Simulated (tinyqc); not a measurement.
Circuit elements from the admittance matrix.

Question. Y belongs to a common-source circuit with y11 = i w (Cgs + Cgd), y12 = -i w Cgd, y21 = gm - i w Cgd, y22 = gds + i w (Cgd + Cd) and a resistance Rg in series with the gate; w = 2 pi f. Find Rg, Cgs + Cgd, Cgd, gm, gds and Cd.

Inputs (values chosen for the exercise):
```
symbol  value  unit           meaning
f         0.4   GHz  signal frequency
```

Y with Rg (mS):
```
	1	2
1	0.0000155227+0.0261052874i	-0.0000055294-0.0092991110i
2	0.1157092085-0.0093679173i	0.0018534207+0.0233979581i
```

Solution. 1/Y11 = Rg + 1/(i w (Cgs + Cgd)) gives Rg; removing it from Z11 returns the inner y, whose parts are read off.

Rg = 22.8 ohm
Cgs + Cgd = 10.4 fF
Cgd = 3.70 fF
gm = 0.116 mS
gds = 0.00185 mS
Cd = 5.60 fF

tinyqc, about 0.01 s, one thread, Intel Xeon 2.30GHz (shared host): `OMP_NUM_THREADS=1 python tinyqc.py 2150127 2150128 out.jsonl`
